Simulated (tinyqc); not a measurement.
# Index ratio and exit index from two stacks

Problem. A quarter-wave stack has T0 = 4 y/(1 + y)^2 with y = (ns/n0)(nL/nH)^(2 N), and y < 1 here. Find nH/nL and ns/n0.

T0 for N = 26 and 28 pairs (%): [2.957586304, 2.242580425]

Answer. sqrt(1 - T0) = |1 - y|/(1 + y) gives y for each stack; two more pairs multiply y by (nL/nH)^4.

nH/nL = 1.073
ns/n0 = 0.2874

Program tinyqc, `OMP_NUM_THREADS=1 python tinyqc.py 2650038 2650039 out.jsonl`; Intel Xeon 2.30GHz, shared host, one thread, about 0.01 s.
